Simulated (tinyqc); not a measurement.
# Changing the diffusion length L

Model: surface photovoltage measurement of the minority-carrier diffusion length in a wafer. Computed by tinyqc, a small Python program. Command: `OMP_NUM_THREADS=1 python tinyqc.py 3130189 3130190 out.jsonl spv sweep`. One thread of a shared host (Intel(R) Xeon(R) Processor @ 2.30GHz), about 0.02 s of CPU time with the checks.

Low injection, steady light, a depletion layer much thinner than 1/alpha and L. The excess density dn is taken at the front edge of the neutral region; light that reaches the back is lost.

Inputs (values chosen for the exercise, modelled on p-type silicon at room temperature):
```
quantity,value,unit
wafer thickness W,625,micrometre
diffusivity D,26.8,cm^2/s
front recombination velocity S_f,31000,cm/s
back recombination velocity S_b,140000,cm/s
photon flux entering,2.1e+12,1/(cm^2 s)
minority density at the surface barrier scale n_0,4.3e+10,1/cm^3
temperature T,298,K
wavelength,857,nm
relative noise of each reading,0,%
```

normal deviates g for the noise: [0.41, 0.88, -1.23, -0.57, -1.21, 1.61, -1.82]

Constants: k_B = 8.617333262e-05 eV/K.

Method:
- alpha = (84.732/lambda - 76.417)^2 per cm with lambda in micrometre (an empirical fit for silicon between 0.7 and 1.05 micrometre).
- Thick wafer: dn = Phi L/((S_f + D/L)(L + 1/alpha)). Finite wafer, with s = S_b L/D, w = W/L, a = alpha L: dn = [Phi a/(a^2 - 1)] [a - B - exp(-alpha W)(a - s)/(cosh w + s sinh w)]/(S_f + B D/L), B = (sinh w + s cosh w)/(cosh w + s sinh w).
- Photovoltage V = (k_B T/e) ln(1 + dn/n_0). Lifetime = L^2/D.
- Readings y = (Phi/dn) (1 + noise x g) at 780, 830, 880, 920, 950, 975 and 995 nm; a least-squares line y = c (1/alpha + L_app) gives L_app = intercept/slope.

One run for each value:
```
diffusion length L (micrometre),apparent length L_app (micrometre),error of L_app (rounded to 0.001) (%),"dn, finite wafer (1/cm^3)",B
8,8.00,0,9.3575e+06,1.0000
15,15.00,0,1.8505e+07,1.0000
29,29.00,0,3.0989e+07,1.0000
54,54.00,0,4.2707e+07,1.0000
100,99.98,-2.2000e-02,5.2031e+07,1.0000
190,187.61,-1.2600e+00,5.8643e+07,1.0027
370,320.96,-1.3255e+01,6.2479e+07,1.0699
700,424.20,-3.9399e+01,6.4000e+07,1.4003
1300,470.22,-6.3830e+01,6.4493e+07,2.2320
2500,486.43,-8.0543e+01,6.4648e+07,4.0710
```

Describe the trends.

Over the rows, apparent length L_app (micrometre) rises from 8.00 to 486 (exponent d ln y / d ln x 1.0 between the first rows and 0.052 between the last); error of L_app (rounded to 0.001) (%) falls from 0 to -80.5, flat over part of the range; dn, finite wafer (1/cm^3) rises from 9.36e6 to 6.46e7 (exponent d ln y / d ln x 1.1 between the first rows and 0.0037 between the last).

Extremes, crossings and ranges named in words are read from the listed rows.
